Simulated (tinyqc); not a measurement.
Single-oscillator infrared dielectric function of a polar cubic crystal: one step, computed by the program tinyqc. Command: `OMP_NUM_THREADS=1 python tinyqc.py 3014556 3014557 out.jsonl infrared walk`. One thread of a shared host (Intel(R) Xeon(R) Processor @ 2.30GHz), about 0.01 s of CPU time with the checks.

One ion pair, charges +Z* and -Z*, in a cell of volume Omega = a^3/4. Frequencies omega are given as wavenumbers (1/cm); eps_s is the static dielectric constant.

Task: Optical constants at the probe frequency. eps(omega) = eps_inf + W^2/(omega_TO^2 - omega^2 - i gamma omega); n + i k = sqrt(eps) with k >= 0; R = |(n + i k - 1)/(n + i k + 1)|^2 at normal incidence from vacuum. omega is the probe ratio times omega_TO. Intensity decays over 1/(4 pi omega k); the loss function is Im(-1/eps).

Inputs (values chosen for the exercise, modelled on sodium chloride):
```
quantity                    value  unit
omega_TO                      165  1/cm
eps_inf                      2.29     -
phonon damping gamma          6.9  1/cm
probe frequency / omega_TO   0.52     -
```

Structure: rock salt. Free carriers: absent.

W = 319.7456 1/cm

Give: omega; Re eps; Im eps; n; k; reflectivity R; penetration depth of the intensity; loss function.

Result:

omega = 85.8 1/cm

Re eps = 7.4325

Im eps = 0.15327

n = 2.7264

k = 0.028108

reflectivity R = 0.21468

penetration depth of the intensity = 329.96 micrometre

loss function = 0.0027734

Re eps is positive and k is small against n: the wave propagates.
